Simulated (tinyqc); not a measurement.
From results to parameters: Hubbard dimer. Computed by the program tinyqc.

Problem. A two-site Hubbard model with two electrons has its ground state at (U - sqrt(U^2 + 16 t^2))/2, the triplet at 0 and the odd ionic singlet at U. Find t, U and the double occupancy per site.

singlet-triplet splitting = 0.222480 eV
gap from the ground state to the ionic odd singlet = 6.472480 eV

Solution. The difference of the two gaps is U and their product is 4 t^2; the double occupancy per site is (1 - U/sqrt(U^2 + 16 t^2))/4.

t, U (eV): 0.600  6.250
double occupancy per site = 0.0166
